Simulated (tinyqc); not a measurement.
# Vertical double-diffused power MOSFET, components of the on-resistance, step by step

Program tinyqc, `OMP_NUM_THREADS=1 python tinyqc.py 2230133 2230134 out.jsonl`; Intel Xeon 2.30GHz, shared host, one thread, about 0.01 s. Printed values are rounded.

Stripe cells of pitch Wp + a, two channels a cell. Current flows through the channels, spreads in the accumulation layer, passes the gap between the p bodies and spreads at 45 degrees into the drift layer below them. Low drain voltage, full ionisation.

Values chosen for this exercise; bulk values close to those of 4H silicon carbide: temperature T = 300 K; relative permittivity eps_r = 9.54; critical-field constant Kc = 22200 V/cm per (cm^-3)^(1/8); rated breakdown voltage of the drift layer BV = 1700 V; drift mobility at 300 K mud = 834 cm^2/(V s); temperature exponent of the drift mobility bt = 2.3; gate oxide thickness (eps_r 3.9) tox = 93 nm; gate overdrive Vov = 7 V; channel mobility mch = 17 cm^2/(V s); accumulation-layer mobility mac = 92 cm^2/(V s); channel length Lc = 0.4 um; width of the p body in one cell, channels included Wp = 6.6 um; gap between neighbouring p bodies a = 4.4 um; depth of the p body xp = 1.8 um; doping of the gap over the drift doping Nj = 2; built-in voltage of the body junction Vbi = 2.95 V; substrate and contact resistance Rs = 0.096 mohm cm^2.

Constants: q = 1.602176634e-19 C, eps0 = 8.8541878128e-14 F/cm where lengths are in cm. Results are converted to the units shown.

## Drift layer

Triangular field at breakdown with Ec = Kc N^(1/8): BV = eps0 eps_r Ec^2/(2 q N), so N = (eps0 eps_r Kc^2/(2 q BV))^(4/3); W = 2 BV/Ec; mu = mud (T/300 K)^(-bt); rho = 1/(q mu N); ideal resistance rho W.

drift doping N = 6.98691e15 cm^-3
Ec = 2.12270 MV/cm
drift thickness W = 16.0173 um
electron mobility mu at T = 834 cm^2/(V s)
drift resistivity rho = 1.07112 ohm cm
ideal resistance = 1.71565 mohm cm^2

## Components of the on-resistance

Pitch p = Wp + a, Cox = 3.9 eps0/tox; zero-bias depletion in the gap w0 = sqrt(2 eps0 eps_r Vbi/(q N Nj)), open gap g = a - 2 w0; R_ch = Lc p/(2 mch Cox Vov); R_acc = 0.6 a p/(4 mac Cox Vov), 0.6 being an empirical factor for current leaving the layer along its length; R_gap = (rho/Nj) xp p/g; spreading depth t = min(W, (p - g)/2); R_drift = (rho p/2) ln((g + 2 t)/g) + rho (W - t); R_on = the sum with Rs.

w0 = 0.471804 um
g = 3.45639 um
components (mohm cm^2): channel 4.97904, accumulation 3.03613, gap 0.306797, drift 1.99365, substrate 0.096
R_on = 10.4116 mohm cm^2
shares (%): channel 47.8220, accumulation 29.1610, gap 2.9467, drift 19.1483, substrate 0.9220

The channel term is the largest. R_on is 6.07 times the ideal drift resistance rho W, and spreading raises the drift term to 1.16 times it.
